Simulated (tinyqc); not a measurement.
Arrhenius plot from several rate windows.

Emission rate en = sn vth(T) Nc(T) exp(-Et/kB T) = sn g T^2 exp(-Et/kB T), g = vth Nc/(300 K)^2, as vth goes as T^0.5 and Nc as T^1.5 (degeneracy factor 1). Each window ew gives the temperature where en = ew.

Values chosen for this exercise; material values close to those of gallium arsenide: conduction-band density of states at 300 K Nc = 4.42e17 cm^-3; thermal velocity at 300 K vth = 4.6e7 cm/s; depth of the trap below the conduction edge Et = 0.22 eV; capture cross-section sn = 7.1e-15 cm^2.

Constants: q = 1.602176634e-19 C, kB = 1.380649e-23 J/K. Results are converted to the units shown.

Result of one run:
```
ew (1/s)	T peak (K)	q/kB T (1/eV)	ln(ew/T^2)	ln ew
430	140.9	82.36	-3.832	6.064
```

What becomes of these results when the rate window ew is changed from 430 to 47 1/s, all else the same?

Result of the changed run:
```
ew (1/s)	T peak (K)	q/kB T (1/eV)	ln(ew/T^2)	ln ew
47	126.9	91.47	-5.836	3.850
```

The whole series:
```
ew (1/s)	T peak (K)	q/kB T (1/eV)	ln(ew/T^2)	ln ew
1.7	110.2	105.3	-8.874	0.5306
5.1	115.2	100.7	-7.865	1.629
15	120.6	96.21	-6.877	2.708
47	126.9	91.47	-5.836	3.850
140	133.4	86.97	-4.846	4.942
430	140.9	82.36	-3.832	6.064
1300	149.1	77.85	-2.839	7.170
3900	158.1	73.39	-1.858	8.269
```

The peak rises from 110 to 158 K. ln(ew/T^2) against q/kB T is a straight line of slope -0.2200 eV, the trap depth. Its intercept gives sn = 7.10e-15 cm^2. Leaving out the T^2 gives 0.2426 eV, too high by about 2 kB T.

Computed by the program tinyqc: `OMP_NUM_THREADS=1 python tinyqc.py 2050106 2050107 out.jsonl`, one thread of a shared Intel Xeon 2.30GHz, about 0.01 s for the whole run.
